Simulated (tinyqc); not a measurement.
Choice of the trial bonds: Wannier functions of a composite (isolated) pair of valence bands (bonds of an sp chain).

Each atom has a hybrid pointing left (<) and right (>). H(k): diagonal +V3 on A, -V3 on B; <A<|A>> = -V1a, <B<|B>> = -V1b, <A>|B<> = -V2, <B>|A<> = -V2p exp(ik); k in 1/a, Bloch sums with exp(ikR). The two lowest bands are filled. Trial functions in cell 0: g1 = cos(c) A> + sin(c) B<, and g2 = sin(c) B> + cos(c) A< of cell 1, whose Bloch vector has cos(c) exp(-ik) on A<. Projection A_mn = <psi_m|g_n>, S = A^+ A, Loewdin U = A S^(-1/2), Bloch-like states w_n = sum_m psi_m U_mn, H_W(k) = U^+ diag(E) U. P = sum_m |psi_m><psi_m| is free of phase choices, and S = g^+ P g, w = P g S^(-1/2).

Values chosen for the exercise:

| symbol | value | unit | meaning |
|---|---|---|---|
| V2 | 4.92 | eV | coupling in the bond A-B inside the cell |
| V2p | 3.07 | eV | coupling in the bond to the next cell |
| V1a | 0.86 | eV | coupling of the two hybrids on A |
| V1b | 0.78 | eV | the same on B |
| V3 | 2 | eV | A at +V3, B at -V3 |
| xb | 0.41 | a | position of B (A at 0) |

N = 12; centres and spreads in real space with point-like hybrids at R and R + xb; smallest eigenvalue of S over the mesh.

Trial angle:

| c (deg) | smallest S | centre 1 (a) | centre 2 (a) | sum of centres | total spread (a^2) | H_12(R = 0), mean over k (eV) |
|---|---|---|---|---|---|---|
| 15 | 0.435 | 0.2805 | 0.5457 | 0.8262 | 0.0998 | -0.5708 |
| 30 | 0.691 | 0.2806 | 0.5456 | 0.8262 | 0.0997 | -0.5672 |
| 45 | 0.897 | 0.2806 | 0.5456 | 0.8262 | 0.0996 | -0.5646 |
| 55 | 0.977 | 0.2806 | 0.5456 | 0.8262 | 0.0996 | -0.5630 |
| 75 | 0.860 | 0.2806 | 0.5456 | 0.8262 | 0.0995 | -0.5599 |
| 85 | 0.720 | 0.2806 | 0.5456 | 0.8262 | 0.0995 | -0.5581 |

Give the missing row, c (deg) = 65.

Computed row:
```
c (deg)  smallest S  centre 1 (a)  centre 2 (a)  sum of centres  total spread (a^2)  H_12(R = 0), mean over k (eV)
65            0.957        0.2806        0.5456          0.8262              0.0996                        -0.5615
```

The sum of the centres stays at 0.8262 a within 0.0000: it gives the electronic polarisation, modulo a, and is fixed by the filled space. Single centres move by up to 0.0001 a and H_12(0), a matter of gauge, moves by 13 meV. The total spread runs only from 0.0995 to 0.0998 a^2, so the orthogonalisation repairs even poor trials; the projection is best at c = 55 degrees among these rows, and the two bonds, isolated, have c = 56 and 62.

tinyqc: `OMP_NUM_THREADS=1 python tinyqc.py 1481267 1481268 out.jsonl`; about 0.2 s, one thread, shared Intel(R) Xeon(R) Processor @ 2.30GHz.
